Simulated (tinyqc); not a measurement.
n-type polysilicon, carrier trapping at grain boundaries: one step of the calculation.

One-dimensional grains of size Lg, uniform ionised doping N, monovalent traps Qt at each boundary at a depth Et below (for electrons) or above (for holes) the band edge there, abrupt depletion of width W on each side of a boundary, Boltzmann statistics. xi is the distance from the band edge at the grain centre to the Fermi level. Trapped charge Qt/(1 + exp((xi + VB - Et)/Vt)) = 2 N W, barrier VB = q N W^2/(2 eps0 eps_r).

Task. Resistivity and effective mobility. n0 = NB exp(-xi/Vt); mean density n0 (1 - 2 W/Lg) by charge balance in a partly depleted grain, and n0 (sqrt(pi)/2) erf(u)/u with u = sqrt(VB/Vt) in a fully depleted one; v = sqrt(kB T/(2 pi ms m0)); barrier resistivity Vt exp(VB/Vt)/(q fe n0 v Lg); grain resistivity (1 - 2 W/Lg)/(q n0 mug); effective mobility 1/(q mean density total resistivity).

Values chosen for this exercise; values of the order met in polycrystalline silicon: temperature T = 300 K; conduction-band density of states at T NB = 2.8e19 cm^-3; grain size Lg = 53 nm; mass for thermionic emission ms = 0.55 m0; correction factor of the emission rate fe = 0.5; mobility inside the grains mug = 130 cm^2/(V s).

Constants: q = 1.602176634e-19 C, kB = 1.380649e-23 J/K, m0 = 9.1093837015e-31 kg, Vt = kB T/q. Results are converted to the units shown.

W = 26.5 nm
xi = 0.35102729 V
VB = 0.028238453 V

Find: n0; mean density; v; barrier resistivity; grain resistivity; resistivity; effective mobility.

Result.

n0 = 3.549e13 cm^-3
mean density = 2.590e13 cm^-3
v = 3.627e6 cm/s
barrier resistivity = 1410 ohm cm
grain resistivity = 0.000 ohm cm
resistivity = 1410 ohm cm
effective mobility = 170.9 cm^2/(V s)

The resistivity is 1530 times that of a single crystal with the same N and mobility mug, and the mean density is 0.0498 % of N. The effective mobility exceeds mug only because drift through the depleted grain is left out.

tinyqc, about 0.01 s, one thread, Intel Xeon 2.30GHz (shared host): `OMP_NUM_THREADS=1 python tinyqc.py 2830099 2830100 out.jsonl`
